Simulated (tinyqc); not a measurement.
AlGaN/GaN HEMT with access regions, lumped model: one step of the calculation.

A polarisation-induced electron sheet under a Schottky gate, in series with two ungated access regions and contacts. Drift law v = mu E/(1 + mu E/vs) under the gate. Currents in mA/mm, resistances in ohm mm. No self-heating, no channel-length modulation; fits for polarisation, barrier and offset are chosen for the exercise.

Question. On-resistance and breakdown. sigma = (5e13 x + 1.6e13 x^2) cm^-2, phiB = 0.84 + 1.3 x, dEc = 0.7 (1.71 x + x^2) in volts, Cb = eps0 eps_r/d, VT = phiB - dEc - q sigma/Cb, access density n0 = -Cb VT/q. Ron = 2 Rc + Ls/(q mu n0) + Ld/(q mu (1 - ft) n0) + Lg/(mu Cb (Vg - VT)). Off state: a depleted stretch that holds the voltage V has the peak field sqrt(k V), k = 2 q n0/(eps0 eps_r te), so one edge holds V1 = Ec^2/k. The sheet under the plate pinches off at Vf = q n0 (1/Cb + tf/(eps0 ei)); beyond it the gate edge is screened. BV = V1 if Vf >= V1, else Vf + V1, and at most Ec Ld. Specific resistance Ron (Ls + Lg + Ld); figure of merit BV^2 over it.

Inputs (values chosen for the exercise); values close to those of AlGaN/GaN structures:

| symbol | value | unit | meaning |
|---|---|---|---|
| x | 0.16 |  | aluminium share of the barrier |
| d | 20 | nm | barrier thickness |
| eps_r | 9.3 |  | relative permittivity of barrier and channel |
| mu | 1200 | cm^2/(V s) | channel mobility |
| vs | 1.3e7 | cm/s | saturation velocity |
| Lg | 0.5 | um | gate length |
| Ls | 2 | um | source access length |
| Ld | 12 | um | drain access length |
| Rc | 0.28 | ohm mm | resistance of each contact |
| ft | 0.41 |  | share of the drain-access electrons removed by traps |
| Vg | -0.5 | V | gate voltage |
| Ec | 2.8 | MV/cm | critical field |
| te | 0.42 | um | depth over which the depleted charge spreads |
| tf | 500 | nm | insulator under the field plate |
| ei | 3.9 |  | relative permittivity of that insulator |

Constants: q = 1.602176634e-19 C, eps0 = 8.8541878128e-14 F/cm where lengths are in cm. Results are converted to the units shown.

Find: Ron; Vf; V1; BV; specific resistance; figure of merit.

Answer.

Ron = 19.660 ohm mm
Vf = 147.54 V
V1 = 135.28 V
BV = 135.28 V
specific resistance = 2.8507 mohm cm^2
figure of merit = 6.4202 MW/cm^2

The plate pinches off too late to screen the gate edge, so it adds nothing.

Numbers from tinyqc (`OMP_NUM_THREADS=1 python tinyqc.py 2570137 2570138 out.jsonl`; about 0.01 s on one thread of a shared Intel Xeon 2.30GHz).
